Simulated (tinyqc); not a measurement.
What grading buys: minority-electron transport through the base of a bipolar transistor (Moll-Ross and Kroemer integrals). Computed by tinyqc, a small Python program. Command: `OMP_NUM_THREADS=1 python tinyqc.py 3003803 3003804 out.jsonl base walk`. One thread of a shared host (Intel(R) Xeon(R) Processor @ 2.30GHz), about 0.01 s of CPU time with the checks.

Low injection, one dimension, x from the emitter edge (0) to the collector edge (W), s = x/W. Recombination is treated as a small correction (valid for tau_B well below tau_n), computed from the stored charge.

Inputs (values chosen for the exercise, modelled on InP):
```
quantity                               value        unit
base doping at the emitter edge N_0  3.9e+18      1/cm^3
base width W                             220          nm
mu_min                                   640  cm^2/(V s)
mu_max                                  4340  cm^2/(V s)
N_ref                                  3e+17      1/cm^3
saturation velocity v_s                 0.84    1e7 cm/s
temperature T                            300           K
```

Base doping profile: uniform. Gap grading: linear. Exit of the base: infinite sink.

Constants: k_B = 8.617333262e-05 eV/K.

Method. N(x) = N_0; n_i(x)^2 = n_i^2 exp(s dE_g/k_B T); D(x) = (k_B T/e) mu, mu = mu_min + (mu_max - mu_min)/(1 + (N/N_ref)^0.7). With y(x) = N n_i^2/(D n_i(x)^2): base Gummel number G_B = int_0^W y dx; J_C = e n_i^2 exp(e V_BE/k_B T)/G_B; n(x) = (J_C/e)(n_i(x)^2/(N n_i^2)) [int_x^W y dx]; transit time tau_B = (e/J_C) int n dx; trapezoid rule on 401 even points.

The same base with other gradings:
```
dE_g (meV)  dE_g/k_B T  G_B (s/cm^4)  J_C gain  tau_B (ps)  speed gain
0                0.000    2.8442e+12     1.000      8.0221      1.0000
25               0.967    1.8229e+12     1.560      5.9576      1.3465
50               1.934    1.2580e+12     2.261      4.6264      1.7340
75               2.901    9.2650e+11     3.070      3.7289      2.1514
100              3.868    7.1993e+11     3.951      3.0979      2.5895
150              5.802    4.8872e+11     5.820      2.2901      3.5030
200              7.736    3.6749e+11     7.739      1.8060      4.4420
300             11.605    2.4511e+11    11.604      1.2635      6.3490
```

What follows from these numbers?

At 100 meV J_C rises by a factor 3.95 and the transit is 2.59 times faster; at 300 meV the factors are 11.60 and 6.35. For a uniform base without exit term both tend to be linear in dE_g/k_B T, J_C as x/(1 - exp(-x)) and the speed as x/2. From 150 meV on the mean velocity W/tau_B exceeds v_s, so those speed gains are overstated.
